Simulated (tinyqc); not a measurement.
Comparisons within one model: six-band Luttinger-Kohn model with strain. A value that a table varies takes the place of the one given here.

Six-band Luttinger-Kohn model in the basis |3/2,3/2>, |3/2,1/2>, |3/2,-1/2>, |3/2,-3/2>, |1/2,1/2>, |1/2,-1/2>, electron energies, zero at the top of the unstrained valence band. H = -[rows: (P+Q, -S, R, 0, -S/r2, r2 R); (-S*, P-Q, 0, R, -r2 Q, r32 S); (R*, 0, P-Q, S, r32 S*, r2 Q); (0, R*, S*, P+Q, -r2 R*, -S*/r2); (-S*/r2, -r2 Q, r32 S, -r2 R, P+Dso, 0); (r2 R*, r32 S*, r2 Q, -S/r2, 0, P+Dso)], r2 = sqrt(2), r32 = sqrt(3/2). Levels are twofold.

P = c g1 k^2 - av tr(e); Q = c g2 (kx^2 + ky^2 - 2 kz^2) - (b/2)(exx + eyy - 2 ezz); R = c sqrt3 [-g2 (kx^2 - ky^2) + 2i g3 kx ky] + (sqrt3/2) b (exx - eyy) - i d exy; S = 2 c sqrt3 g3 (kx - i ky) kz - d (exz - i eyz); c = hbar^2/2m0, e the strain tensor (not engineering shear).

s11 = (C11 + C12)/((C11 - C12)(C11 + 2 C12)), s12 = -C12/((C11 - C12)(C11 + 2 C12)), s44 = 1/C44; exx = s11 sxx + s12 (syy + szz) and cyclic, exy = s44 sxy/2; tension is positive. A uniaxial stress X along the unit vector n is s_ij = X n_i n_j.

Constants: hbar^2/2m0 = 3.80998211 eV angstrom^2; kB = 8.617333262e-05 eV/K.

Parameters, chosen for this exercise (near those of InP; the results hold for these values, not for the real material): Dso = 0.107 eV (spin-orbit splitting); g1 = 5.08 (Luttinger gamma1); g2 = 1.6 (gamma2); g3 = 2.1 (gamma3); av = 0.6 eV (valence hydrostatic potential); b = -1.99 eV (tetragonal shear potential); d = -5 eV (trigonal shear potential); C11 = 102.1 GPa; C12 = 56.2 GPa; C44 = 46 GPa; load = uniaxial [111] (kind of stress); X1 = 1.3 GPa (size of the stress); T = 300 K (temperature); E_h = 40 meV (hole energy below the top); X = -2.36 GPa (stress).

## Sweep of a uniaxial [111] stress

Edges at k = 0 and curvature masses of the top pair along [110] and [001] (step 0.0002 1/angstrom); at zero stress the top is fourfold and has no single curvature.

Edges and masses:
```
X (GPa)  top (eV)  second (eV)  third (eV)  splitting (meV)  m [110]  m [001]
-2.10      0.1007      -0.0718     -0.1535            172.4    0.111    0.197
-1.40      0.0623      -0.0478     -0.1332            110.1    0.113    0.197
-0.70      0.0271      -0.0239     -0.1160             51.0    0.120    0.197
0.00       0.0000       0.0000     -0.1070              0.0        -        -
0.70       0.0239      -0.0099     -0.1152             33.8    0.336    0.197
1.40       0.0478      -0.0019     -0.1412             49.7    0.336    0.197
2.10       0.0718       0.0149     -0.1760             56.9    0.336    0.197
```

The splitting reaches 172.4 meV under compression and 56.9 meV under the same tension; linear shear terms alone would make the two equal, and the difference comes from the coupling to the split-off band. At the ends of the sweep the top pair has a mass along [110] of 0.111 under compression and 0.336 under tension, so compression gives the lighter holes along [110]; along [001] it has 0.197 and 0.197. The top edge itself moves by +101 and +72 meV.

## Which stress helps holes along [110]

Each load has size X1 (biaxial: sxx = syy); masses are curvatures of the top pair at k = 0.

Results:
```
load                         splitting (meV)  top edge (meV)  m [110]  m [001]
uniaxial [110], compression            111.0            64.0    0.083    0.464
uniaxial [110], tension                 54.6            50.6    0.688    0.118
uniaxial [100], compression            145.2            85.2    0.153    0.470
uniaxial [100], tension                 54.4            60.0    0.234    0.150
uniaxial [111], compression            101.4            57.0    0.114    0.197
uniaxial [111], tension                 48.2            44.4    0.336    0.197
biaxial (001), compression              54.4            49.1    0.150    0.532
biaxial (001), tension                 145.2            96.1    0.470    0.091
```

The lightest mass along [110] (0.083) comes with uniaxial [110], compression. The largest splitting (145.2 meV) comes with uniaxial [100], compression; biaxial (001), tension. The heaviest mass along [001] (0.532), which lowers the confinement energy in a (001) channel, comes with biaxial (001), compression. The splitting per GPa follows b (s11 - s12) for loads along cube axes and d s44 for [111]: here 2 |b| (s11 - s12) = 86.7 and |d| s44/sqrt3 = 62.8 meV per GPa in the limit of large Dso; where the splitting nears Dso, mixing with the split-off band makes it depend on the sign of the load.

## Thermally averaged conductivity mass under uniaxial [111] stress

Non-degenerate holes: weights exp(E/kT) on a 16 x 16 x 16 grid of midpoints in the cube |k_i| < 0.2 1/angstrom; 1/m_c = <(dE/dk_u)^2>/(hbar^2 kT) along [110], over all six bands. With an unchanged scattering time the mobility goes as 1/m_c.

Averages:
```
X (GPa)  share of the top pair  m_c (m0)  gain m_c(0)/m_c
-2.10                    0.999     0.195            3.412
-0.70                    0.959     0.360            1.847
0.00                     0.910     0.664            1.000
0.70                     0.944     0.805            0.825
2.10                     0.971     0.774            0.858
```

The largest gain from mass alone is 3.41 at X = -2.10 GPa, where the top pair holds 100 % of the holes (91 % without stress); the opposite end of the sweep gives 0.86; the grid is good to about 0.02 in these ratios. The average reaches energies of a few kT, beyond the range of the edge curvature, and changes of scattering are left out.

## Warping of the constant-energy contours (six-band Luttinger-Kohn model)

No strain (e = 0). In the plane kz = 0, |k| where the top and second pairs lie E_h below the top, against the angle from [100]; m = c k^2/E_h.

Contours:
```
angle (degrees)  k top (1/angstrom)  k second (1/angstrom)  m top (m0)  m second (m0)
0                            0.0747                 0.0385       0.532          0.141
9                            0.0765                 0.0385       0.557          0.141
18                           0.0819                 0.0383       0.639          0.140
27                           0.0918                 0.0381       0.804          0.139
36                           0.1060                 0.0380       1.070          0.138
45                           0.1150                 0.0380       1.259          0.137
```

The heavy contour reaches 1.539 times as far along [110] as along [100], the light one 0.985 times. The warping follows g3 - g2 = 0.50 and would vanish for g2 = g3. Along [100] the heavy mass is 1/(g1 - 2 g2) = 0.532 at any energy, while the light one is 0.1414, against 1/(g1 + 2 g2) = 0.1208 at the edge, for E_h/Dso = 0.37.

## What each parameter does

Edges at k = 0 under a uniaxial [111] stress X and the curvature mass of the top pair along [110] (step 0.0002 1/angstrom). Each row changes one parameter from the base and keeps the others.

Results:
```
case             top (eV)  second (eV)  third (eV)  mass (m0)
base               0.1154      -0.0807     -0.1615      0.110
C12 = 67.44 GPa    0.1160      -0.0800     -0.1609      0.110
C11 = 81.68 GPa    0.1147      -0.0813     -0.1622      0.110
g2 = 1.28          0.1154      -0.0807     -0.1615      0.110
av = 0.72 eV       0.1140      -0.0820     -0.1628      0.110
d = -4 eV          0.0875      -0.0658     -0.1485      0.111
g3 = 1.68          0.1154      -0.0807     -0.1615      0.121
C44 = 55.2 GPa     0.0921      -0.0683     -0.1506      0.111
```

The largest shifts from the base row, up to three for each result and ties (the steps differ in size, so this ranks the rows, not the parameters). top (eV): d -0.0278, C44 -0.0232, av -0.0013; unchanged at the printed digits by g2 and g3. second (eV): d +0.0148, C44 +0.0123, av -0.0013; unchanged at the printed digits by g2 and g3. third (eV): d +0.0130, C44 +0.0109, av -0.0013; unchanged at the printed digits by g2 and g3. mass (m0): g3 +0.011, d +0.001, C44 +0.001; unchanged at the printed digits by C12, C11, g2 and av. The Luttinger parameters multiply k^2 and cannot move the edges; av shifts all edges alike and leaves the mass.

Computed by tinyqc, a small Python program: `OMP_NUM_THREADS=1 python tinyqc.py 1080236 1080237 out.jsonl` (the numbers bound the seed that draws the inputs); one thread of a shared host (Intel(R) Xeon(R) Processor @ 2.30GHz), about 0.2 s for the whole set of steps.
